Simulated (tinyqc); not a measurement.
Core-shell quantum dot (spherical envelope functions): one step. Shooting at a trial energy. Three cases, with inputs chosen for the exercise.

Task: Carry the electron solution outwards.

Parabolic bands; strain and other valleys are left out. s states, u = r psi, hard wall at R + H, c = hbar^2/2m0, energies from the band edges of the core. Core: u = sin(k1 r)/k1, k1 = sqrt(m1 E/c). At R, psi and psi'/m are continuous, so u is continuous and its slope in the shell is s = u/R + (m2/m1)(u' - u/R). Shell: u(R + x) = u(R) cos(k2 x) + s sin(k2 x)/k2, k2 = sqrt(m2 (E - V)/c); for negative arguments the functions turn into sinh and cosh. A level has u(R + H) = 0.

Constants: hbar^2/2m0 = 3.80998211 eV angstrom^2.

Case 1.

Values chosen (near those of a Ge/Si core-shell dot; shifted at random, so the results belong to these values and not to a real crystal): R = 29 angstrom (core radius); H = 12 angstrom (shell thickness); Vc = -0.047 eV (conduction edge of the shell above that of the core); me1 = 0.114 m0 (electron, core); me2 = 0.266 m0 (electron, shell); E = 0.075 eV (trial energy of the electron).

Case 2.

Values chosen (near those of a GaAs/AlGaAs core-shell dot; shifted at random, so the results belong to these values and not to a real crystal): R = 30 angstrom (core radius); H = 11 angstrom (shell thickness); Vc = 0.239 eV (conduction edge of the shell above that of the core); me1 = 0.065 m0 (electron, core); me2 = 0.09 m0 (electron, shell); E = 0.278 eV (trial energy of the electron).

Case 3.

Values chosen (near those of a GaAs/AlGaAs core-shell dot; shifted at random, so the results belong to these values and not to a real crystal): R = 13 angstrom (core radius); H = 33 angstrom (shell thickness); Vc = 0.266 eV (conduction edge of the shell above that of the core); me1 = 0.065 m0 (electron, core); me2 = 0.094 m0 (electron, shell); E = 0.409 eV (trial energy of the electron).

Give: k1^2; k2^2; u(R); s; u(R + H).

Result:

Case 1.

k1^2 = 0.0022441 1/angstrom^2
k2^2 = 0.0085176 1/angstrom^2
u(R) = 20.701 angstrom
s = -0.4951
u(R + H) = 4.453 angstrom

Case 2.

k1^2 = 0.0047428 1/angstrom^2
k2^2 = 0.00092126 1/angstrom^2
u(R) = 12.776 angstrom
s = -0.8218
u(R + H) = 3.197 angstrom

Case 3.

k1^2 = 0.0069777 1/angstrom^2
k2^2 = 0.0035281 1/angstrom^2
u(R) = 10.591 angstrom
s = 0.3105
u(R + H) = 0.817 angstrom

u(R + H) is positive: no node yet, so the lowest level lies above the trial energy.

Computed by tinyqc, one run a case: `OMP_NUM_THREADS=1 python tinyqc.py N N+1 out.jsonl` with N = 1281598, 1281810, 1282366; one thread of a shared Intel(R) Xeon(R) Processor @ 2.30GHz, about 0.06 s a run at most.
